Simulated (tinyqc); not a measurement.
# Leakage through a gate insulator: direct, Fowler-Nordheim, trap-assisted and Poole-Frenkel currents, step by step

A worked calculation. Computed by tinyqc, a small Python program that keeps every step. Command: `OMP_NUM_THREADS=1 python tinyqc.py 3021325 3021326 out.jsonl oxideleak walk`. One thread of a shared host (Intel(R) Xeon(R) Processor @ 2.30GHz), about 0.01 s of CPU time with the checks. Intermediate numbers are printed to about 6 digits and carried at full precision; extremes and crossings named in words are read from the listed rows.

Electrons enter from the cathode Fermi level at x = 0; the conduction band of the insulator lies phi_b - e F x above it, F = V/t. WKB exponents use a parabolic band with mass m.

Inputs (values chosen for the exercise, with an insulator like Si3N4):
```
quantity                          value   unit
thickness t                         7.2     nm
barrier phi_b                      2.06     eV
tunnelling mass m                  0.39    m_0
static constant eps_ox             7.25      -
optical constant eps_opt           4.03      -
voltage across the insulator V      1.5      V
trap depth phi_t                    1.6     eV
trap density N_t                1.4e+18  cm^-3
attempt rate nu_0                 1e+13    1/s
activation of capture E_a          0.27     eV
temperature T                       300      K
```

Constants: hbar^2/(2 m_0) = 3.80998212 eV angstrom^2; e = 1.602176634e-19 C; hbar = 1.054571817e-34 J s; k_B = 8.617333262e-05 eV/K; eps_0 = 8.8541878128e-12 F/m.

## Field and tunnelling without traps

For a level a distance phi(x) below the band, the WKB exponent is 2 int kappa dx with kappa = sqrt(m phi/(hbar^2/2m_0)); for a linear barrier from phi_1 down to phi_2 = max(phi_1 - e F d, 0) it is G = (4/3) sqrt(m/(hbar^2/2m_0)) (phi_1^(3/2) - phi_2^(3/2))/(e F). J_tun = e^3 F^2/(16 pi^2 hbar m phi_b) x exp(-G) / [1 - sqrt(phi_2/phi_b)]^2 with the free-electron mass in the cathode (m in m_0), phi_2 = max(phi_b - e V, 0): direct tunnelling for e V < phi_b, Fowler-Nordheim above. Image forces, back-flow and the limit on supply are left out, so J_tun is overstated below about 0.5 V. Equivalent oxide thickness = 3.9 t/eps_ox.

field F = 2.08333 MV/cm

equivalent oxide thickness = 3.87310 nm

WKB exponent G = 51.9604

tunnelling current J_tun = 9.87264e-16 A/cm^2

The barrier is a trapezoid: direct tunnelling.

## One trap at several depths

A trap at depth x lies phi_t below the band. Capture: tunnel at the cathode Fermi level from 0 to x (G_in from phi_1 = phi_b), rate nu_0 exp(-G_in - E_c/k_B T) with E_c = E_a + max(phi_b - phi_t - e F x, 0), the last term being the height of the trap above the cathode Fermi level. Emission: tunnel from the trap level to the anode (G_out from phi_1 = phi_t over t - x), rate nu_0 exp(-G_out - E_a/k_B T). Re-emission to the cathode follows from detailed balance, rate_back = rate_in exp(dE/k_B T) with dE = phi_b - phi_t - e F x. Each trap passes R = rate_in rate_out/(rate_in + rate_back + rate_out) electrons per second; filling from the anode is left out. Depths: t times 0.08, 0.2, 0.32, 0.44, 0.56, 0.68, 0.8 and 0.92, rounded to 0.01 nm.

Rates:
```
x (nm)     G_in    G_out  E_c (eV)  rate in (1/s)  rate back (1/s)  rate out (1/s)      R (1/s)
0.58     5.2479  39.3161  0.609167    3.07139e+00      1.53138e+06     2.45149e-09  4.91678e-15
1.44    12.7312  36.2609  0.430000    1.76702e+00      8.61239e+02     5.20333e-08  1.06539e-10
2.30    19.8426  32.4159  0.270000    7.02505e-01      3.34706e-01     2.43314e-06  1.64797e-06
3.17    26.6374  27.8633  0.270000    7.86513e-04      3.37951e-07     2.30848e-04  1.78408e-04
4.03    32.9347  22.7921  0.270000    1.44827e-06      6.08317e-13     3.67878e-02  1.44821e-06
4.90    38.8503  17.1435  0.270000    3.90584e-09      1.47955e-18     1.04440e+01  3.90584e-09
5.76    44.2108  11.0906  0.270000    1.83520e-11      6.79564e-24     4.44256e+03  1.83520e-11
6.62    49.0383   4.6047  0.270000    1.46944e-13      5.31903e-29     2.91339e+06  1.46944e-13
```

The most effective of these traps sits at 3.17 nm, 44 % of the way; where rate back exceeds rate out, re-emission drains the trap, and elsewhere the slower forward step limits R; the best depth is near where rate in and rate out cross.

## Trap-assisted current

J_TAT = e N_t int_0^t R dx by the midpoint rule on 400 intervals; the most effective depth is the midpoint with the largest R, rounded to 0.01 nm.

trap-assisted current J_TAT = 2.17402e-12 A/cm^2

most effective depth = 3.25 nm

## Poole-Frenkel bound

Poole-Frenkel emission over the lowered barrier of a charged trap: lowering sqrt(e F/(pi eps_opt eps_0)); J_PF = e N_t^(2/3) nu_0 exp(-(phi_t - lowering)/k_B T), one sheet of traps emitting with supply unlimited (an upper bound).

barrier lowering = 0.545673 eV

Poole-Frenkel bound J_PF = 3.89243e-12 A/cm^2

Caution: the film is too thin for the Poole-Frenkel picture (the lowering is a large part of the whole drop, or the traps are further apart than the film is thick), so J_PF is only nominal.

## Total without and with traps

J = J_tun + J_TAT (the Poole-Frenkel bound is not added); the ratio J/J_tun is the excess that stress-made traps add.

total current J = 2.17500e-12 A/cm^2

J/J_tun = 2203.06

## Against voltage

The formulas are those given above.

Currents:
```
V (V)  F (MV/cm)  J_tun (A/cm^2)  J_TAT (A/cm^2)  best depth (nm)
0.86      1.1944     1.65357e-18     4.05418e-14             3.41
1.75      2.4306     1.81876e-14     4.85306e-12             3.20
2.63      3.6528     2.58450e-08     6.37229e-10             1.86
3.51      4.8750     2.64683e-04     1.77652e-07             1.34
4.39      6.0972     7.40292e-02     4.99398e-06             1.03
5.27      7.3194     3.37478e+00     4.52522e-05             0.84
6.16      8.5556     5.55949e+01     2.22296e-04             0.71
7.04      9.7778     4.58486e+02     7.36048e-04             0.60
7.92     11.0000     2.43272e+03     1.92064e-03             0.53
```

The larger current changes between 1.75 and 2.63 V (to J_tun). Over the range J_tun grows by 21.2 decades and J_TAT by 10.7. The best depth moves towards the cathode as the field rises. The highest rows may lie beyond breakdown.

## Against thickness at fixed field

The formulas are those given above.

Currents:
```
t (nm)    V (V)  J_tun (A/cm^2)  J_TAT (A/cm^2)
1.2     0.25000     4.88404e+04     3.58468e-08
1.6     0.33333     8.93125e+02     3.99259e-08
2.2     0.45833     3.22118e+00     4.54711e-08
3.0     0.62500     3.00267e-03     3.33624e-08
4.0     0.83333     9.82289e-07     1.61724e-08
5.5     1.14583     2.25638e-11     5.17357e-10
7.5     1.56250     2.16556e-16     8.51750e-13
10.0    2.08333     4.24389e-20     7.60847e-16
```

Between the first rows J_tun falls by 4.34 decades per nm. J_TAT overtakes J_tun between 4 and 5.5 nm. Below about 0.5 V the formula for J_tun, which has no back-flow, overstates the current.

Checks made by the program: the WKB exponent by quadrature (relative difference below 1e-10); the integral with twice the points (relative difference below 1e-10).
